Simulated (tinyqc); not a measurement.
MOS capacitor on a p-type substrate, surface potential from the exact charge relation: one step of the calculation.

Uniform p-type substrate, Boltzmann statistics, full ionisation, classical densities. psi is the surface potential against the body (positive when the bands bend down) and u = psi/Vt. Traps are spread evenly over the gap and neutral at flat band, so their charge is -q Dit psi; the minority quasi-Fermi level is shifted by Vb.

Question. Newton step for the surface potential. u = psi/Vt; F^2 = exp(-u) + u - 1 + r (exp(u) - u - 1); Qs = -sign(u) Q0 F; Cs = -dQs/dpsi = (Q0/Vt) |1 - exp(-u) + r (exp(u) - 1)|/(2 F). f = Vfb + psi + (q Dit psi - Qs)/Cox - Vg, f' = 1 + (Cs + q Dit)/Cox, psi(new) = psi - f/f'.

Inputs (values chosen for the exercise); band and dielectric values those of a made-up semiconductor: temperature T = 300 K; density of interface traps Dit = 0 cm^-2 eV^-1; gate voltage against the body Vg = -0.7 V.

Constants: q = 1.602176634e-19 C, kB = 1.380649e-23 J/K, Vt = kB T/q. Results are converted to the units shown.

psi after iteration 2 = -0.42229547 V
Cox = 1.1510444 uF/cm^2
Vfb = 0.078684553 V
Q0 = 5.7066747 nC/cm^2
r = 4.3965305e-44

Give: u; F; Qs; Cs; f; f'; psi after iteration 3.

Answer.

u = -16.335
F = 3524.7
Qs = 20114 nC/cm^2
Cs = 389.03 uF/cm^2
f = -17.119 V
f' = 338.98
psi after iteration 3 = -0.37180 V

tinyqc, about 0.01 s, one thread, Intel Xeon 2.30GHz (shared host): `OMP_NUM_THREADS=1 python tinyqc.py 2060085 2060086 out.jsonl`
